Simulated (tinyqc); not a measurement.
# Four-point probe, van der Pauw, Hall and spreading-resistance readings of a semiconductor layer, step by step

A worked calculation. Computed by tinyqc, a small Python program that keeps every step. Command: `OMP_NUM_THREADS=1 python tinyqc.py 3111832 3111833 out.jsonl probe walk`. One thread of a shared host (Intel(R) Xeon(R) Processor @ 2.30GHz), about 0.01 s of CPU time with the checks. Intermediate numbers are printed to about 7 digits and carried at full precision; extremes and crossings named in words are read from the listed rows.

The layer is uniform and ohmic; contacts are points unless a radius is given.

Inputs (values chosen for the exercise, modelled on n-type silicon):

| quantity | value | unit |
|---|---|---|
| carrier density n | 4.4e+18 | 1/cm^3 |
| drift mobility mu | 138 | cm^2/(V s) |
| layer thickness t | 370 | micrometre |
| probe spacing s | 0.635 | mm |
| current I | 0.01 | mA |
| side ratio a/b of the van der Pauw rectangle | 1.6 | - |
| magnetic field B | 0.6 | T |
| Hall factor r_H | 1.2 | - |
| wafer diameter over spacing D/s | 5 | - |

Backing of the layer: insulating.

Constants: e = 1.602176634e-19 C.

## Resistivity and sheet resistance

rho = 1/(e n mu); R_s = rho/t.

resistivity rho = 0.01027917 ohm cm

sheet resistance R_s = 0.2778153 ohm/square

## Four-point voltage

Collinear probes with equal spacing on a layer with insulating backing: images at depth 2 m t give V = (rho I/(2 pi s)) G, G = 1 + 4 sum_(m>=1) [1/sqrt(1 + (2 m u)^2) - 1/sqrt(4 + (2 m u)^2)], u = t/s; the sum runs to m = 20000, with the tail 3/(32 u^3 M^2) added to the sum for M = 20000. Limits: thick, rho = 2 pi s V/I; thin on an insulator, rho = (pi/ln 2) t V/I.

t/s = 0.5826772

G = 2.395700

voltage V = 6.172154e-04 mV

rho by the thick formula = 0.02462580 ohm cm

rho by the thin formula = 0.01035054 ohm cm

The thick formula is off by +139.6 % and the thin one by +0.7 %.

## Thickness correction

The last two columns give rho(formula)/rho for rho = 2 pi s V/I and rho = (pi/ln 2) t V/I.

Correction against t/s:

| t/s | G | thick formula | thin formula |
|---|---|---|---|
| 0.1 | 13.86294 | 13.86294 | 1.000000 |
| 0.2 | 6.93147 | 6.93147 | 1.000000 |
| 0.3 | 4.62113 | 4.62113 | 1.000031 |
| 0.5 | 2.77992 | 2.77992 | 1.002645 |
| 0.7 | 2.01748 | 2.01748 | 1.018714 |
| 1.0 | 1.50446 | 1.50446 | 1.085238 |
| 1.5 | 1.19727 | 1.19727 | 1.295469 |
| 2.0 | 1.09388 | 1.09388 | 1.578142 |
| 3.0 | 1.03065 | 1.03065 | 2.230367 |
| 5.0 | 1.00699 | 1.00699 | 3.631937 |

The thin formula holds to 1 % up to t/s = 0.5 and the thick one holds to 1 % from t/s = 5.

## Finite wafer

For a thin circular wafer probed at its centre, R_s = C V/I with C = pi/(ln 2 + ln[((D/s)^2 + 3)/((D/s)^2 - 3)]).

factor C = 3.362476

error if pi/ln 2 is used = 34.79233 %

## The two van der Pauw resistances

Thin rectangle with point contacts at the corners; for R_B current and voltage contacts lie along the two sides of length a, for R_A along those of length b: exp(-pi R_A/R_s) = (theta_4/theta_3)^4, exp(-pi R_B/R_s) = (theta_2/theta_3)^4 with q = exp(-pi a/b), theta_2 = 2 sum_(m>=0) q^((m + 1/2)^2), theta_3 = 1 + 2 sum_(m>=1) q^(m^2), theta_4 = 1 + 2 sum_(m>=1) (-1)^m q^(m^2).

R_A = 0.009284296 ohm

R_B = 0.2039171 ohm

ratio R_B/R_A = 21.96366

## Solving the van der Pauw equation

Solve exp(-pi z R_A) + exp(-pi z R_B) = 1 for z = 1/R_s by seven Newton steps from z = 2 ln 2/(pi (R_A + R_B)); f = R_s 2 ln 2/(pi (R_A + R_B)).

Steps:

| step | 1/z (ohm) | left side less 1 |
|---|---|---|
| 0 | 0.4831528 | 2.069742e-01 |
| 1 | 0.3207927 | 4.882909e-02 |
| 2 | 0.2819170 | 4.776816e-03 |
| 3 | 0.2778641 | 5.701810e-05 |
| 4 | 0.2778153 | 8.339374e-09 |
| 5 | 0.2778153 | 0 |
| 6 | 0.2778153 | 0 |

R_s found = 0.2778153 ohm/square

correction f = 0.5750049

Averaging R_A and R_B without f would overstate R_s by 73.9 %.

## Hall reading

V_H = r_H I B/(e n t); apparent density n/r_H; Hall mobility r_H mu; Hall angle tan = r_H mu B (SI).

Hall voltage = 2.760373e-05 mV

apparent density = 3.666667e+18 1/cm^3

Hall mobility = 165.6 cm^2/(V s)

tangent of the Hall angle = 0.009936

Checks made by the program: thin limit of G, 2 ln 2/u at u = 0.02 (relative difference below 1e-10); R_s recovered (relative difference below 1e-10).
